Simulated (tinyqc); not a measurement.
Nucleation and growth against temperature: classical nucleation, growth and JMAK kinetics of crystallisation from a melt or glass. Computed by tinyqc, a small Python program. Command: `OMP_NUM_THREADS=1 python tinyqc.py 3021832 3021833 out.jsonl nucl walk`. One thread of a shared host (Intel(R) Xeon(R) Processor @ 2.30GHz), about 0.01 s of CPU time with the checks.

A spherical nucleus cap on a flat wall with a sharp interface of isotropic energy gamma; lambda = Omega^(1/3) is the jump distance.

Inputs (values chosen for the exercise, for a model substance):

| quantity | value | unit |
|---|---|---|
| melting point T_m | 870 | K |
| heat of melting per volume H | 734 | J/cm^3 |
| interface energy gamma | 0.057 | J/m^2 |
| atomic volume Omega | 16.8 | angstrom^3 |
| diffusion prefactor D0 | 7.1e-07 | m^2/s |
| activation energy Q | 1.06 | eV |
| contact angle theta | 40 | degrees |
| wall area per volume S_v | 1.9e+07 | 1/m |

Nucleation: on a flat wall. Driving force: Thompson-Spaepen.

Constants: k_B = 1.380649e-23 J/K; k_B = 8.617333262e-05 eV/K.

Method:
- Driving force per volume: dG = H [(T_m - T)/T_m] [2 T/(T_m + T)].
- Shape factor f = (2 + cos theta)(1 - cos theta)^2/4.
- W(r) = f [4 pi r^2 gamma - (4/3) pi r^3 dG]; r* = 2 gamma/dG; W* = f 16 pi gamma^3/(3 dG^2); n* = f (4/3) pi r*^3/Omega.
- D = D0 exp(-Q/(k_B T)); attachment rate k+ = (A*/lambda^2) D/lambda^2 with A* = 2 pi r*^2 (1 - cos theta); Zeldovich factor Z = sqrt(W*/(3 pi k_B T))/n*; sites per volume N = S_v/lambda^2; I = N Z k+ exp(-W*/(k_B T)); lag time = 1/(4 pi Z^2 k+).
- Growth (Wilson-Frenkel): u = (D/lambda) [1 - exp(-dG Omega/(k_B T))].
- JMAK with steady nucleation and growth, nuclei spread at random: extended fraction X_e = (pi/3) I u^3 t^4, X = 1 - exp(-X_e); t_X = [-3 ln(1 - X)/(pi I u^3)]^(1/4); final grains per volume = Gamma(5/4) (3/pi)^(1/4) (I/u)^(3/4), Gamma(5/4) = 0.9064024771.
- Grain size = (grains per volume)^(-1/3). Rows are kept where W*/(k_B T) < 70.

Rates:

| T (K) | W*/(k_B T) | I (1/(m^3 s)) | u (m/s) | t_0.5 (s) | grain size (micrometre) |
|---|---|---|---|---|---|
| 435 | 0.3267 | 1.1239e+27 | 7.1965e-10 | 1.1212e+00 | 0.0009279 |
| 479 | 0.3236 | 1.4429e+28 | 8.7466e-09 | 9.0993e-02 | 0.0009153 |
| 522 | 0.3361 | 1.1321e+29 | 6.4932e-08 | 1.2089e-02 | 0.0009027 |
| 566 | 0.3677 | 6.5790e+29 | 3.5608e-07 | 2.1727e-03 | 0.0008897 |
| 609 | 0.4248 | 2.7790e+30 | 1.4243e-06 | 5.3584e-04 | 0.0008776 |
| 652 | 0.5254 | 9.2019e+30 | 4.5237e-06 | 1.6696e-04 | 0.0008686 |
| 696 | 0.7178 | 2.4218e+31 | 1.1937e-05 | 6.3314e-05 | 0.0008691 |
| 740 | 1.1309 | 4.4444e+31 | 2.5570e-05 | 3.0722e-05 | 0.0009034 |
| 774 | 1.8896 | 4.2232e+31 | 3.9249e-05 | 2.2564e-05 | 0.0010185 |
| 800 | 3.3213 | 1.6635e+31 | 4.8015e-05 | 2.4486e-05 | 0.0013520 |

What does the comparison show, and why?

Among these rows I peaks at 740 K, u at 800 K and the change is fastest at 774 K, between the two. Growth has no barrier W*, so it peaks nearer T_m than nucleation. The grain size goes as (u/I)^(1/4), from 9.3e-4 micrometre at the lowest T to 0.0014 at the highest. Caution: in the coldest rows the nucleus has under 20 atoms or the barrier is under 10 k_B T, where the capillary model and steady rates are only a guide. Caution: in some rows the lag time is not small against the half time, so steady nucleation overstates the speed there.

Extremes, crossings and ranges named in words are read from the listed rows.
